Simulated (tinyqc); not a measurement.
Heisenberg magnet: exchange from energy differences, ordering vector, linear spin waves and ordering temperature: one step, computed by the program tinyqc. Command: `OMP_NUM_THREADS=1 python tinyqc.py 3019960 3019961 out.jsonl magnon walk`. One thread of a shared host (Intel(R) Xeon(R) Processor @ 2.30GHz), about 0.2 s of CPU time with the checks.

H = -sum over pairs <ij> J_ij S_i.S_j - K sum_i (S_i^z)^2, each pair once, J > 0 ferromagnetic. First neighbours: 12 at a (0.5, 0.5, 0), second: 6 at a (1, 0, 0), with all permutations and signs.

Problem. Long waves and the gap. g_s(q) = sum over shell s of cos(q.R), z1 = g1(0). E(q) = S [J(0) - J(q)] + (2S - 1) K, J(q) = J1 g1 + J2 g2. The factor 2S - 1 removes the anisotropy for S = 1/2. sum R_x^2 over the shells is s1 = 2 a^2 and s2 = 2 a^2. E = gap + D q^2 with D = (S/2)(J1 s1 + J2 s2) and gap = (2S - 1) K.

Inputs (values chosen for the exercise, for a model magnet):
```
quantity                  value      unit
exchange J1               0.287       meV
exchange J2              0.0086       meV
spin S                      1.5         -
single-ion anisotropy K  0.0087       meV
lattice constant a         4.66  angstrom
```

Lattice: fcc. Order: ferromagnetic.

Give: stiffness D; gap.

Solution.

stiffness D = 9.629 meV angstrom^2

gap = 0.0174 meV
